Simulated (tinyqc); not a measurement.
A periodic Ge profile (wiggle well): inter-valley coupling by envelope functions against a chain of atomic planes.

Chain: E(phi) = e0 + 2 v cos(phi) + 2 u cos(2 phi), cos(phi0) = -v/(4u), e0 = 2u + v^2/(4u); plane j = 0, 1, ... has the potential V_j = dE x_j + F (j - 30) a/4 (1 MV/m = 1e-4 V/angstrom). There are 30 barrier planes a side; with y = j - 29.5, x_j = xb (f(y) + f(Nw - y)), f(y) = 1/(1 + exp(y/L)), plus any Ge added in the well. The valley splitting is the spacing of the two lowest levels. Envelope theory: F_j solves a one-valley chain with hopping -b and diagonal 2b + V_j, b = 4u sin^2(phi0), sum F_j^2 = 1; the valleys couple by Dv = sum_j F_j^2 V_j exp(-2 i phi0 j) and split by 2|Dv|.

Inputs chosen for the exercise (near those of the Delta valleys of silicon in a SiGe well; the results hold for these values, not for the real material):

| symbol | value | unit | meaning |
|---|---|---|---|
| a | 5.431 | angstrom | lattice constant; planes lie a/4 apart |
| u | 0.582 | eV | second-neighbour hopping |
| v | 0.591 | eV | nearest hopping |
| Nw | 48 |  | planes in the well |
| L | 0.75 | planes | interface width |
| xb | 0.26 |  | Ge fraction of the barriers |
| dE | 0.6 | eV | offset per unit Ge fraction |
| F | 2 | MV/m | field |
| xw | 0.012 |  | mean Ge fraction of the wiggle |

periods (planes): pi/phi0 1.71909, pi/(pi - phi0) 2.39064

Added fraction xw (1 - cos(2 pi (j - 30)/p)) on the well planes; p = f times the resonant period pi/(pi - phi0). At resonance the estimate is dE xw.

Against period:

| f | p (planes) | mean of the doublet (meV) | splitting, chain (micro-eV) | envelope |
|---|---|---|---|---|
| 0.90 | 2.1516 | 20.25 | 206 | 220 |
| 0.95 | 2.2711 | 20.02 | 2548 | 2667 |
| 0.98 | 2.3428 | 20.19 | 6095 | 6220 |
| 0.99 | 2.3667 | 20.29 | 6850 | 6893 |
| 1.00 | 2.3906 | 20.34 | 7134 | 7110 |
| 1.01 | 2.4145 | 20.31 | 6924 | 6887 |
| 1.02 | 2.4385 | 20.21 | 6288 | 6272 |
| 1.05 | 2.5102 | 20.01 | 3251 | 3219 |
| 1.10 | 2.6297 | 20.19 | 340 | 322 |
| 1.50 | 3.5860 | 20.33 | 25 | 25 |
| 3.00 | 7.1719 | 20.34 | 17 | 17 |

The splitting peaks at f = 1 with 7.13 meV, against the estimate dE xw = 7.20 meV, and is 0.85 and 0.88 of the value at f = 1 two per cent off to either side: the width of the resonance is set by the number of periods under the envelope. At f = 3 it is 17 micro-eV. The chain has one orbital a plane and knows only this resonance; longer periods that work through other bands are outside it.

Computed by tinyqc, a small Python program: `OMP_NUM_THREADS=1 python tinyqc.py 1480160 1480161 out.jsonl` (the numbers bound the seed that draws the inputs); one thread of a shared host (Intel(R) Xeon(R) Processor @ 2.30GHz), about 0.09 s for the whole set of steps.
